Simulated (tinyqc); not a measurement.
# Undoped gate-all-around wire MOSFET, analytic charge model: two studies

An undoped round wire of radius R under an insulator shell and a surrounding gate; long channel, electrons only, n = ni exp((psi - V)/Vt) with V the quasi-Fermi potential (0 at the source, Vd at the drain), constant mobility, no quantisation. The radial Poisson equation gives n(r) = n(0)/(1 - (1 - b) r^2/R^2)^2 with b = Q0/(Q + Q0). Q is the electron charge per area of the wire surface.

Inputs (values chosen for the exercise); material values close to those of silicon: temperature T = 293 K; band gap Eg = 1.11 eV; relative permittivity of the semiconductor eps_r = 11.9; conduction-band density of states at T Nc = 2.66e19 cm^-3; valence-band density of states at T Nv = 2.57e19 cm^-3; relative permittivity of the gate insulator eox = 26.1; insulator thickness tox = 6.4 nm; wire radius R = 4 nm; gate work function less that of the intrinsic body dphi = 0.23 V; channel mobility mu = 350 cm^2/(V s); gate length L = 0.2 um; drain voltage Vd = 0.1 V.

Constants: q = 1.602176634e-19 C, kB = 1.380649e-23 J/K, Vt = kB T/q, eps0 = 8.8541878128e-14 F/cm where lengths are in cm. Results are converted to the units shown.

Each table varies one quantity; the others keep the values above.

## Transfer curve and volume inversion

ni = sqrt(Nc Nv) exp(-Eg/(2 Vt)), Eg in volts; Cox = eps0 eox/(R ln(1 + tox/R)); Q0 = 4 eps0 eps_r Vt/R; V0 = dphi + Vt ln[8 eps0 eps_r Vt/(q ni R^2)]. Q solves Vg - V0 - V = Q/Cox + Vt ln(Q/Q0) + Vt ln(1 + Q/Q0). I = mu (2 pi R/L)[2 Vt (Qs - Qd) + (Qs^2 - Qd^2)/(2 Cox) + Vt Q0 ln((Qd + Q0)/(Qs + Q0))], with Qs at V = 0 and Qd at V = Vd. The drop is psi(surface) - psi(centre) at the source end; C = dQs/dVg, Cg = Cox, drop = 2 Vt ln(1 + Qs/Q0); gm = dI/dVg.

Results:

| Vg (V) | Qs (nC/cm^2) | drop (mV) | C/Cg | I (uA) | gm/I (1/V) |
|---|---|---|---|---|---|
| 0.46 | 0.002152 | 4.086e-4 | 1.410e-5 | 2.345e-6 | 39.61 |
| 0.61 | 0.8117 | 0.1538 | 0.005273 | 8.879e-4 | 39.44 |
| 0.76 | 108.6 | 17.28 | 0.3554 | 0.1765 | 25.66 |
| 0.91 | 618.6 | 60.68 | 0.7046 | 1.852 | 8.946 |
| 1.06 | 1321 | 90.18 | 0.8252 | 4.737 | 4.461 |
| 1.21 | 2096 | 110.3 | 0.8792 | 8.064 | 2.851 |
| 1.51 | 3741 | 137.0 | 0.9269 | 15.23 | 1.609 |
| 1.66 | 4588 | 146.6 | 0.9392 | 18.93 | 1.314 |

Estimate the missing row, Vg = 1.36 V.

Computed row:

| Vg (V) | Qs (nC/cm^2) | drop (mV) | C/Cg | I (uA) | gm/I (1/V) |
|---|---|---|---|---|---|
| 1.36 | 2908 | 125.2 | 0.9086 | 11.59 | 2.065 |

With this row back in the table: The current rises from 2.34e-6 to 18.9 uA. In the first row gm/I is 39.6 1/V, within 0.01 % of 1/Vt: with no depletion charge the whole body follows the gate, and the swing is ideal. The drop between surface and centre goes from 4.1e-4 to 147 mV and passes Vt at Vg = 0.91 V among the rows; below that the density varies across the body by less than a factor of e (volume inversion). C reaches 0.94 of Cg in the last row. For Vg = 0.91 to 1.66 V the surface density at the source passes 0.3 Nc, where Boltzmann statistics fail. In every row the body is thin enough for quantum confinement, left out here, to raise the threshold.

## Effect of the gate work function less that of the intrinsic body

I = mu (2 pi R/L)[2 Vt (Qs - Qd) + (Qs^2 - Qd^2)/(2 Cox) + Vt Q0 ln((Qd + Q0)/(Qs + Q0))], with Qs at V = 0 and Qd at V = Vd.  I(low) is taken at Vg = 0.51 V, Qs and I(high) at Vg = 1.26 V.

Result of one run:

| dphi (V) | V0 (V) | I(low) (nA) | Qs(high) (nC/cm^2) | I(high) (uA) |
|---|---|---|---|---|
| 0.18 | 0.70604 | 0.12300 | 2634.7 | 10.399 |

What becomes of these results when the gate work function less that of the intrinsic body dphi is changed from 0.18 to 0.28 V, all else the same?

Result of the changed run:

| dphi (V) | V0 (V) | I(low) (nA) | Qs(high) (nC/cm^2) | I(high) (uA) |
|---|---|---|---|---|
| 0.28 | 0.80604 | 0.0023448 | 2096.3 | 8.0636 |

The whole series:

| dphi (V) | V0 (V) | I(low) (nA) | Qs(high) (nC/cm^2) | I(high) (uA) |
|---|---|---|---|---|
| 0.08 | 0.60604 | 6.2707 | 3184.0 | 12.793 |
| 0.13 | 0.65604 | 0.88787 | 2908.2 | 11.590 |
| 0.18 | 0.70604 | 0.12300 | 2634.7 | 10.399 |
| 0.23 | 0.75604 | 0.016987 | 2363.9 | 9.2229 |
| 0.28 | 0.80604 | 0.0023448 | 2096.3 | 8.0636 |
| 0.33 | 0.85604 | 3.2366e-4 | 1832.6 | 6.9255 |
| 0.38 | 0.90604 | 4.4674e-5 | 1573.6 | 5.8141 |

As dphi goes from 0.08 to 0.38 V, I(low) falls from 6.27 to 4.47e-5 nA and I(high) falls from 12.8 to 5.81 uA. V0 rises from 0.606 to 0.906 V. In every row the surface density at the source at the higher gate voltage passes 0.3 Nc, where Boltzmann statistics fail. In every row the body is thin enough for quantum confinement, left out here, to raise the threshold.

tinyqc, about 0.04 s, one thread, Intel Xeon 2.30GHz (shared host): `OMP_NUM_THREADS=1 python tinyqc.py 2460153 2460154 out.jsonl`
